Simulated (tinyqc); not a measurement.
From results back to parameters: Landau levels of massless Dirac electrons. Two cases, with inputs chosen for the exercise.

Problem. Two successive minima of rho_xx occur at the fields below; each unresolved level holds 4 n_B electrons, n_B = B/(h/e), so minima lie at n/n_B = 4 (j + phi) with integer j and phi = 0 or 1/2; 1/angstrom^2 = 1e16/cm^2.

Constants: h/e = 413566.7697 T angstrom^2.

Find: period in 1/B; n; j + phi at the higher field.

Method. The period is 4/(n h/e), and j + phi = 1/(B x period). The half-integer marks the Berry phase pi of massless Dirac electrons.

Case 1.

higher field = 1.52268 T
lower field = 1.28842 T

Solution.

period in 1/B = 0.1194 1/T
n = 8.10 x 1e11/cm^2
j + phi at the higher field = 5.50

Case 2.

higher field = 1.20310 T
lower field = 1.01801 T

Solution.

period in 1/B = 0.1511 1/T
n = 6.40 x 1e11/cm^2
j + phi at the higher field = 5.50

Computed by tinyqc, one run a case: `OMP_NUM_THREADS=1 python tinyqc.py N N+1 out.jsonl` with N = 1251457, 1251494; one thread of a shared Intel(R) Xeon(R) Processor @ 2.30GHz, about 0.01 s a run at most.
